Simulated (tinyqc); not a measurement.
Sublattice potential against complex hopping: Haldane model. Computed by the program tinyqc. H_AA = delta - 2 t2 sum cos(k.b + phi), H_BB = -delta - 2 t2 sum cos(k.b - phi), H_AB = -t1 (1 + exp(-i k.a1) + exp(-i k.a2)), b = a1, a2 - a1, -a2, m = 3 sqrt3 t2 sin(phi); the sign of the Chern number follows the orientation k1 then k2.

Honeycomb lattice:

| parameter | value |
|---|---|
| t1 (eV) | 2.400000 |
| t2 (eV) | 0.340000 |
| phi (rad) | 1.650000 |

Gaps at the two valleys (eV) and Chern number of the lower band (12 x 12 mesh):

| delta | gap 2\|delta - m\| | gap 2\|delta + m\| | Chern number |
|---|---|---|---|
| -3.1700 | 9.8623 | 2.8177 | 0 |
| -2.2890 | 8.1003 | 1.0557 | 0 |
| -1.0570 | 5.6363 | 1.4083 | -1 |
| 0.0000 | 3.5223 | 3.5223 | -1 |
| 0.7040 | 2.1143 | 4.9303 | -1 |
| 1.3210 | 0.8803 | 6.1643 | -1 |
| 2.2010 | 0.8797 | 7.9243 | 0 |
| 3.5220 | 3.5217 | 10.5663 | 0 |

What does the comparison show, and why?

Here |m| = 1.7612 eV. For |delta| < |m| the two valleys have masses of opposite sign and the Chern number is +/-1; one gap closes at |delta| = |m|, and beyond it the band is trivial.
